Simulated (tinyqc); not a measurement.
On-chip power grid, static voltage drop by conjugate gradients: one step of the calculation.

A grid of 4 rows and 4 columns, node k = 4 row + column. Neighbours in a row are joined by Rx, in a column by Ry; pad nodes, which reach the supply through Rp: 0, 3, 12, 15. Each node draws I0, node 1 draws kh I0. The drops u = Vdd - V solve G u = i, with G the conductance matrix (1/Rp added on the diagonal at pad nodes).

Question. Worst drop, pad currents and power lost. Pad current u/Rp; worst drop as a share of Vdd; power lost in the grid and pads sum_k i_k u_k; power delivered sum_k i_k (Vdd - u_k).

Values chosen for this exercise:
```
symbol  value  unit                                   meaning
Vdd       0.9     V                            supply voltage
Rp       0.21   ohm  resistance from a pad node to the supply
I0         11    mA          load current of an ordinary node
kh          5              factor on the load at the hot node
```

converged u (mV):
```
	col 0	col 1	col 2	col 3
row 0	14.091153	21.217228	18.474532	12.611275
row 1	30.279019	30.568969	30.379446	29.982937
row 2	28.529820	28.716100	28.695485	28.485147
row 3	9.750671	13.273565	13.271598	9.746901
```

Find: worst drop; share of Vdd; pad currents; power lost; power delivered.

Answer.

worst drop = 30.57 mV
share of Vdd = 3.397 %
pad currents (mA): node 0 67.10, node 3 60.05, node 12 46.43, node 15 46.41
power lost = 4.762 mW
power delivered = 193.2 mW

The pad currents add up to the total load, 220.0 mA. The worst drop is at node 5, not at the hot node.

Numbers from tinyqc (`OMP_NUM_THREADS=1 python tinyqc.py 2770138 2770139 out.jsonl`; about 0.3 s on one thread of a shared Intel Xeon 2.30GHz).
